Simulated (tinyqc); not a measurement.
Born-von Karman spring model of a cubic crystal with one atom per cell: one step, computed by the program tinyqc. Command: `OMP_NUM_THREADS=1 python tinyqc.py 3016358 3016359 out.jsonl springs walk`. One thread of a shared host (Intel(R) Xeon(R) Processor @ 2.30GHz), about 0.1 s of CPU time with the checks.

First neighbours lie at a/2 (1,1,0) (12 of them), second at a (1,0,0) (6), with all permutations and signs; the volume per atom is Omega = a^3/4. Two shells of springs match a real metal only roughly, above all at the zone boundary.

Question. Elastic constants from long waves. [ij,kl] = (1/(2 Omega)) sum_R K_ij R_k R_l; C11 = [xx,xx], C44 = [xx,yy], C12 = 2 [xy,xy] - C44; B = (C11 + 2 C12)/3; Zener ratio A = 2 C44/(C11 - C12). K(R) = kL n n^T + kT (1 - n n^T).

Inputs (values chosen for the exercise, modelled on nickel): lattice constant a = 3.52 angstrom; radial spring k1L = 2.07 eV/angstrom^2; transverse spring k1T = -0.02 eV/angstrom^2; radial spring k2L = 0.061 eV/angstrom^2; transverse spring k2T = -0.025 eV/angstrom^2.

Lattice: fcc.

Constants: 1 eV/angstrom^3 = 160.2176634 GPa.

Give: C11; C12; C44; bulk modulus B; Zener ratio A.

Answer.

C11 = 197.7 GPa

C12 = 103.3 GPa

C44 = 86.94 GPa

bulk modulus B = 134.8 GPa

Zener ratio A = 1.842

C12 - C44 = 16.39 GPa: the Cauchy relation fails because sum_R kT R^2 is not zero; a negative sum gives a positive Cauchy pressure.
